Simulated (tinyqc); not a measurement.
Energy and delay of logic against supply voltage: two steps of the calculation.

One expression serves below and above threshold: I(Vg) = Ik [ln(1 + exp((Vg - VT + dd V)/(al nf Vt)))]^al, with I_on = I(V) and I_off = I(0). Gate delay td = kd C V/I_on, clock period LD td. Per gate and cycle the switching energy is act C V^2 and the leakage energy I_off V LD td. No short-circuit current, no variation. Minima are sought above 0.09 V; below a few Vt gates no longer switch and the model has no meaning.

Inputs (values chosen for the exercise); values of the order met in logic technologies: temperature T = 300 K; threshold voltage at zero drain bias VT = 0.31 V; slope factor nf = 1.28; barrier lowering per volt of supply dd = 0.08; specific current of a gate Ik = 1.4 uA; exponent of the current law al = 1.28; load capacitance of a gate C = 2.9 fF; delay factor kd = 0.6; logic depth LD = 40; activity factor act = 0.3; supply voltage V = 0.32 V.

Constants: q = 1.602176634e-19 C, kB = 1.380649e-23 J/K, Vt = kB T/q. Results are converted to the units shown.

Question 1. Currents, delay and energies. I_on, I_off, td, clock frequency 1/(LD td), both energies and their sum.

Give: I_on; I_off; td; clock frequency; switching energy; leakage energy; energy.

Answer 1.

I_on = 1.767 uA
I_off = 0.2589 nA
td = 315.2 ps
clock frequency = 0.07932 GHz
switching energy = 89.09 aJ
leakage energy = 1.045 aJ
energy = 90.13 aJ

I_on/I_off = 6820; leakage makes up 1.16 % of the energy.

Question 2. New V. Minimum-energy supply: E(V) is the energy per gate and cycle; with h = 0.001 V, E' = (E(V + h) - E(V - h))/(2 h), E'' = (E(V - h) - 2 E(V) + E(V + h))/h^2, V(new) = V - E'/E''.

V at the start = 0.22 V

Give: E'; E''; V after iteration 1.

Answer 2.

E' = 292.58 aJ/V
E'' = 3491.1 aJ/V^2
V after iteration 1 = 0.13619 V

Computed by the program tinyqc: `OMP_NUM_THREADS=1 python tinyqc.py 2082157 2082158 out.jsonl`, one thread of a shared Intel Xeon 2.30GHz, about 0.01 s for the whole run.
